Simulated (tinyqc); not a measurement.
Metal-interlayer-semiconductor contact, depinning against tunnelling resistance: two steps of the calculation.

Zero bias, n-type semiconductor. Gap states at the semiconductor surface thin out as exp(-be ti), which unpins the barrier; electrons must then cross the interlayer (a rectangular barrier, no voltage drop across it) and the parabolic depleted layer, both by WKB. Energies E are counted from the Fermi level; no image force, parabolic bands.

Parameters, values chosen for the exercise; semiconductor values close to those of gallium nitride; interlayer mass of the order of that in titanium dioxide, offset chosen freely: temperature T = 250 K; band gap Eg = 3.49 eV; relative permittivity eps_r = 9.35; electron affinity chi = 3.99 eV; conduction-band density of states at T Nc = 1.75e18 cm^-3; tunnelling mass in the semiconductor mt = 0.194 m0; Richardson mass mA = 0.195 m0; donor density Nd = 1.9e18 cm^-3; charge-neutrality level above the valence band E0 = 2.2 eV; pinning factor without interlayer S0 = 0.6; metal work function phiM = 4.06 eV; interlayer thickness ti = 1.4 nm; conduction-band offset of the interlayer above the semiconductor dE = 0.07 eV; tunnelling mass in the interlayer mi = 0.3 m0; decay constant of gap states through the interlayer be = 5.5 1/nm.

Constants: q = 1.602176634e-19 C, kB = 1.380649e-23 J/K, eps0 = 8.8541878128e-12 F/m, hbar = 1.054571817e-34 J s, h = 6.62607015e-34 J s, m0 = 9.1093837015e-31 kg, Vt = kB T/q, hbar^2/(2 m0) = 0.0380998212 eV nm^2. Results are converted to the units shown.

Problem 1. Pinning, barrier and scales. S = 1/(1 + (1/S0 - 1) exp(-be ti)); phiB = S (phiM - chi) + (1 - S)(Eg - E0); xi = Ec - EF deep inside, from Nd = Nc F(-xi/Vt), F(x) = (2/sqrt(pi)) int_0^infinity sqrt(u) du/(1 + exp(u - x)); band bending U = phiB - xi; E00 = (hbar/2) sqrt(Nd/(eps0 eps_r mt m0)) in volts; A = 4 pi q mA m0 kB^2/h^3.

Give: S; phiB; xi; U; E00; A.

Solution 1.

S = 0.99970
phiB = 0.070368 eV
xi = -0.0099195 eV
U = 0.080288 eV
E00 = 0.019002 eV
A = 23.434 A/(cm^2 K^2)

Problem 2. Exponents and integrand on an energy grid. With U = phiB - xi: for xi < E < phiB, y = (E - xi)/U and G1 = (U/E00) [sqrt(1 - y) - y ln((1 + sqrt(1 - y))/sqrt(y))], G1 = 0 above phiB; G2 = 2 ti sqrt(mi max(phiB + dE - E, 0)/C), C = hbar^2/(2 m0); f = 1/(1 + exp(E/Vt)); integrand exp(-G1 - G2) f.

E, point 0 to 15 (eV): 0  0.01467  0.02933  0.044  0.05867  0.07333  0.088  0.10267  0.11733  0.132  0.14667  0.16133  0.176  0.19067  0.20533  0.22
phiB = 0.070368188 eV
xi = -0.0099195185 eV
E00 = 0.019001918 eV

Give: G1; G2; f; integrand.

Solution 2.

```
point      G1      G2          f  integrand (1e-3)
0      3.0649  2.9437    0.50000            1.2288
1      1.9695  2.7856    0.33605            2.8924
2      1.1675  2.6181    0.20401            4.6296
3      0.5710  2.4391    0.11482            5.6593
4      0.1615  2.2458   0.061610            5.5485
5      0.0000  2.0343   0.032176            4.2076
6      0.0000  1.7980   0.016548            2.7409
7      0.0000  1.5255  0.0084446            1.8368
8      0.0000  1.1926  0.0042940            1.3030
9      0.0000  0.7187  0.0021780            1.0615
10     0.0000  0.0000  0.0011035            1.1035
11     0.0000  0.0000  5.5910e-4            0.5591
12     0.0000  0.0000  2.8306e-4            0.2831
13     0.0000  0.0000  1.4328e-4            0.1433
14     0.0000  0.0000  7.2560e-5            0.0726
15     0.0000  0.0000  3.6726e-5            0.0367
```

Computed by the program tinyqc: `OMP_NUM_THREADS=1 python tinyqc.py 2270152 2270153 out.jsonl`, one thread of a shared Intel Xeon 2.30GHz, about 0.04 s for the whole run.
